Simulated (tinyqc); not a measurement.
## Series resistance and length offset from two lengths at two overdrives

Question. In strong inversion R W = Rsd + k(x)(L - dL), k(x) = (1 + th1 x)/(mu0 Cox x), x the overdrive, Cox = eps0 eox/tox, with Rsd and dL independent of x. Find dL, Rsd, mu0 and th1.

Parameters, values chosen for the exercise: relative permittivity of the gate insulator (close to zirconium oxide) eox = 25.7; insulator thickness tox = 7.5 nm.

Constants: eps0 = 8.8541878128e-14 F/cm where lengths are in cm. Results are converted to the units shown.

total resistance times width (ohm um):

|  | L = 0.059 um | L = 1.5 um |
|---|---|---|
| overdrive 0.53 V | 487.010432 | 11110.5461 |
| overdrive 0.95 V | 368.788601 | 7030.51824 |

Answer. At each overdrive R W is a straight line in L; the two lines cross at L = dL, R W = Rsd. Their slopes give k x = (1 + th1 x)/(mu0 Cox), a straight line in x.

dL = 0.01600 um
Rsd = 170.0 ohm um
mu0 = 100.0 cm^2/(V s)
th1 = 0.3500 1/V

Numbers from tinyqc (`OMP_NUM_THREADS=1 python tinyqc.py 2210110 2210111 out.jsonl`; about 0.01 s on one thread of a shared Intel Xeon 2.30GHz).
